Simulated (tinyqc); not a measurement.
Current of a Schottky diode by thermionic-emission-diffusion theory, and its read-back from I-V-T and C-V data: one step, computed by the program tinyqc. Command: `OMP_NUM_THREADS=1 python tinyqc.py 3004508 3004509 out.jsonl schottky walk`. One thread of a shared host (Intel(R) Xeon(R) Processor @ 2.30GHz), about 0.01 s of CPU time with the checks.

Full ionisation, no tunnelling, no recombination current. V is the voltage across the junction itself, forward positive.

Problem. Barrier at the given bias. N_c(T) = N_c (T/300 K)^(3/2); V_bi = phi_0 - (k_B T/e) ln(N_c(T)/N); surface field F = sqrt(2 e N (V_bi - V - k_B T/e)/(eps eps_0)); image lowering d_phi = sqrt(e F/(4 pi eps eps_0)); effective barrier phi = phi_0 - d_phi - sigma^2 (1 - rho V)/(2 k_B T).

Inputs (values chosen for the exercise, modelled on n-type GaN):

| quantity | value | unit |
|---|---|---|
| Richardson constant A* | 27 | A/(cm^2 K^2) |
| effective density of states at 300 K, N_c | 2.3e+18 | 1/cm^3 |
| permittivity eps | 9.7 | - |
| mobility mu | 990 | cm^2/(V s) |
| barrier without image force phi_0 (mean) | 1.08 | eV |
| doping N | 4.1e+15 | 1/cm^3 |
| junction voltage V | 0.42 | V |
| temperature T | 300 | K |
| standard deviation sigma | 44 | meV |
| relative change of sigma^2 with bias, rho | 0.63 | 1/V |

Barrier: Gaussian spread of heights.

Constants: k_B = 8.617333262e-05 eV/K; e = 1.602176634e-19 C; eps_0 = 8.8541878128e-12 F/m.

Give: built-in voltage V_bi; surface field F; image lowering; effective barrier phi.

Solution.

built-in voltage V_bi = 0.91637 V

surface field F = 26.828 kV/cm

image lowering = 19.956 meV

effective barrier phi = 1.0325 eV
